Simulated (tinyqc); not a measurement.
Changing the drain voltage V_D: lateral field, substrate current, probability of reaching the oxide barrier and hot-carrier lifetime of a silicon transistor (pseudo-two-dimensional and lucky-electron models). Computed by tinyqc, a small Python program. Command: `OMP_NUM_THREADS=1 python tinyqc.py 3028641 3028642 out.jsonl hotcar sweep`. One thread of a shared host (Intel(R) Xeon(R) Processor @ 2.30GHz), about 0.01 s of CPU time with the checks.

Local-field models: a lucky carrier gains its energy at the peak field over a path free of collisions. Voltages are magnitudes.

Inputs (values chosen for the exercise, modelled on a silicon n-channel): channel length L = 370 nm; oxide thickness t = 6.5 nm; junction depth x_j = 97 nm; mobility mu = 330 cm^2/(V s); saturation velocity v_s = 0.84 1e7 cm/s; threshold voltage V_T = 0.39 V; gate voltage V_G = 0.88 V; ionisation prefactor A_i = 2.3e+06 1/cm; ionisation field B_i = 1.74 MV/cm; hot-carrier mean free path lambda = 7.1 nm; oxide barrier phi_b = 3.1 eV; interface-trap threshold phi_it = 3.6 eV; lifetime constant H = 30 s microampere/micrometre.

Drain: abrupt.

Constants: eps_0 = 8.8541878128e-12 F/m.

Method:
- C_ox = 3.9 eps_0/t; F_sat = 2 v_s/mu; V_Dsat = V_ov F_sat L/(V_ov + F_sat L), V_ov = V_G - V_T; I_D/W = C_ox v_s (V_ov - V_Dsat).
- Scale length l = 0.22 t^(1/3) x_j^(1/2) (all in cm); F_m = sqrt(((V_D - V_Dsat)/l_e)^2 + F_sat^2), with l_e = l; length of the velocity-saturated region l_e ln((V_D - V_Dsat)/(l_e F_sat) + F_m/F_sat).
- Substrate current I_sub/I_D = (A_i/B_i)(V_D - V_Dsat) exp(-B_i/F_m); probability of reaching the oxide barrier exp(-phi_b/(e lambda F_m)); lifetime tau = (H/(I_D/W)) exp(phi_it/(e lambda F_m)).

One run for each value; columns: (1) drain voltage V_D (V); (2) lifetime tau (s); (3) substrate current I_sub/W (microampere/micrometre); (4) peak field F_m (kV/cm); (5) probability of reaching phi_b:
```
(1)          (2)         (3)     (4)         (5)
1.50  1.4890e+11  8.4421e-03  194.01  1.6830e-10
1.73  2.1359e+09  4.3724e-02  231.62  6.5072e-09
1.97  8.7446e+07  1.5434e-01  271.22  1.0197e-07
2.20  8.7210e+06  3.8997e-01  309.36  7.4235e-07
2.44  1.3383e+06  8.4027e-01  349.31  3.7288e-06
2.67  3.1805e+05  1.5301e+00  387.69  1.2851e-05
2.91  9.3294e+04  2.5761e+00  427.81  3.6950e-05
3.14  3.5067e+04  3.9328e+00  466.31  8.5812e-05
3.38  1.4790e+04  5.7502e+00  506.52  1.8046e-04
```

Describe the trends.

Over the rows, lifetime tau (s) falls from 1.49e11 to 14800 (exponent d ln y / d ln x -30 between the first rows and -12 between the last); substrate current I_sub/W (microampere/micrometre) rises from 0.00844 to 5.75 (exponent d ln y / d ln x 12 between the first rows and 5.2 between the last); peak field F_m (kV/cm) rises from 194 to 507 (exponent d ln y / d ln x 1.2 between the first rows and 1.1 between the last).

Caution (all rows): the empirical formula for l was fitted to oxides of about 15 nm or more; for thinner ones it is an extrapolation. Caution (all rows): e V_D is below phi_b or phi_it, so the available energy, not the field, limits hot carriers, and the lucky-electron formulas overstate them. Caution (rows 3.38): multiplication above 10 % feeds back on the field and the source barrier (snapback), which the model leaves out.

Extremes, crossings and ranges named in words are read from the listed rows.
